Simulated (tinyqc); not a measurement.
Inside a calculation: configuration-coordinate model of carrier capture at a defect. Values are carried at full precision from step to step, so a last printed digit may differ when a step is redone from the rounded ones.

Two parabolas of equal curvature k in one coordinate Q: with the carrier free at the band edge, U_f = k Q^2/2; with the carrier trapped, U_t = k (Q - dQ)^2/2 - ET. ER = k dQ^2/2, Huang-Rhys factor S = ER/hw, hw = 0.0646541 sqrt(k/M) eV for k in eV/angstrom^2 and M in u. The curves cross at a height Eb = (ER - ET)^2/(4 ER) above the free minimum.

Constants: kB = 8.617333262e-05 eV/K.

Parameters, chosen for this exercise (of the size met at an oxide trap near a Si / SiO2 interface; the results hold for these values, not for the real material):
```
symbol  value  unit  meaning
ET      0.54   eV    thermal depth of the level below the band edge
ER      1.21   eV    relaxation energy
hw      0.056  eV    phonon energy of the mode
M       28     u     mass of the mode
T       150    K     temperature
nu      1e+13  1/s   attempt rate
```

## The two parabolas

Form S, k, dQ, the crossing point Qc = (ER - ET)/(k dQ), Eb, and the emission barrier Eb + ET.

S = 21.607
k = 21.0059 eV/angstrom^2
dQ = 0.3394 angstrom
Qc = 0.0940 angstrom

barriers (eV): capture 0.0927, emission 0.6327

ER > ET: the crossing lies between the two minima (large relaxation); at Q = 0 the trapped level lies above the band edge.

## Optical transitions

Vertical ionisation from the trapped minimum costs ET + ER; vertical capture from the free minimum releases ET - ER (none if negative); the band has a standard deviation sqrt(S hw^2 coth(hw/2kT)) with S = ER/hw, and a full width 2.35482 times that.

energies (eV): ionisation peak 1.750, zero-phonon 0.540, emission peak -0.670

coth(hw/2kT) = 1.0266
standard deviation = 0.2637 eV
full width = 0.6211 eV

Vertical capture would need energy: there is no luminescence peak (at most a tail of the broadened line), and a carrier freed by light must cross the barrier Eb to return, here only 0.093 eV. The optical peak exceeds the thermal depth by a factor 3.24.

## The multiphonon factor

Multiphonon factor for giving p = ET/hw phonons to the lattice: W = exp(-S (2 nb + 1)) ((nb + 1)/nb)^(p/2) I_p(x), nb = 1/(exp(hw/kT) - 1), x = 2 S sqrt(nb (nb + 1)), I_p the modified Bessel function. Classical limit: W = hw exp(-Eb/kT)/sqrt(4 pi ER kT). At T = 0: exp(-S) S^p/Gamma(p + 1).

Form p, nb, x and ln W, the classical ln W, and the capture time 1/(nu W).

p, nb, x: [9.6429, 0.0133, 5.0189]

ln W: quantum -6.115, classical -9.244

capture time = 4.53e-11 s

The quantum factor is 22.9 times the classical one at kT/hw = 0.23: nuclear tunnelling rules.

## Emission by detailed balance

For equal degeneracies and one band-edge state, emission time = capture time x exp(ET/kT).

ET/kT = 41.776
log10 of the emission time in s = 7.80

## Checks

- Ln W for the nearest whole p against the double Poisson sum over emitted and absorbed phonons: both -5.86474.

Run: tinyqc, `OMP_NUM_THREADS=1 python tinyqc.py 1481540 1481541 out.jsonl`; Intel(R) Xeon(R) Processor @ 2.30GHz, one thread, shared host; about 0.01 s of CPU time with all checks.
